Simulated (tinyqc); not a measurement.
Thermophotovoltaic cell, detailed-balance limit: two steps of the calculation.

Every photon above the gap Eg makes one pair and none below is absorbed; carriers thermalise at T and move without loss. Jsc = q F Phi(Eg, Ts); the dark current is J0 = q ge Phi(Eg, T)/ERE with the Boltzmann factor exp(V/Vt). Photons below the gap return to the emitter with reflectance Rf, and the efficiency is the electrical power over the radiant power not returned (luminescence back to the emitter is not credited).

Values chosen for this exercise: cell temperature T = 280 K; emitter temperature Ts = 1400 K; share of the hemisphere filled by the emitter F = 0.62; reflectance for photons below the gap Rf = 0.8; external radiative efficiency ERE = 0.1; number of faces that emit ge = 1; band gap Eg = 0.53 eV.

Constants: q = 1.602176634e-19 C, kB = 1.380649e-23 J/K, h = 6.62607015e-34 J s, c = 299792458 m/s, Vt = kB T/q. Results are converted to the units shown.

Problem 1. Photocurrent, dark current and incident power. Photon flux above E from a black body at temperature T into a hemisphere: Phi(E, T) = A sum_k exp(-k E/th)[E^2 th/k + 2 E th^2/k^2 + 2 th^3/k^3], k = 1, 2, ..., with th = kB T/q in eV and A = 2 pi q^3/(h^3 c^2). Jsc = q F Phi(Eg, Ts), J0 = q ge Phi(Eg, T)/ERE. Pin = F sigma Ts^4, sigma = 2 pi^5 kB^4/(15 h^3 c^2). Power above the gap: Pg = F A q sum_k exp(-k Eg/th)[Eg^3 a + 3 Eg^2 a^2 + 6 Eg a^3 + 6 a^4], a = th/k at Ts; power not returned Pab = Pin - Rf (Pin - Pg).

Find: Jsc; J0; Pin; Pab.

Solution 1.

Jsc = 6444 mA/cm^2
J0 = 3.393e-4 mA/cm^2
Pin = 1.351e4 mW/cm^2
Pab = 6317 mW/cm^2

Problem 2. Voltages, fill factor and efficiency. Voc = Vt ln(1 + Jsc/J0), Vmp = v Vt, Jmp = Jsc - J0 (exp(v) - 1), FF = Vmp Jmp/(Voc Jsc), efficiency Vmp Jmp/Pab.

v = 14.048151
Jsc = 6443.5301 mA/cm^2
J0 = 3.3931762e-4 mA/cm^2
Pab = 6316.8510 mW/cm^2

Give: Voc; Eg/q - Voc; Vmp; Jmp; FF; efficiency.

Solution 2.

Voc = 0.40438 V
Eg/q - Voc = 0.12562 V
Vmp = 0.33896 V
Jmp = 6015.3 mA/cm^2
FF = 0.78252
efficiency = 32.278 %

Of the voltage deficit, Vt ln(1/ERE) = 55.6 mV is due to non-radiative recombination.

Program tinyqc, `OMP_NUM_THREADS=1 python tinyqc.py 2820037 2820038 out.jsonl`; Intel Xeon 2.30GHz, shared host, one thread, about 0.01 s.
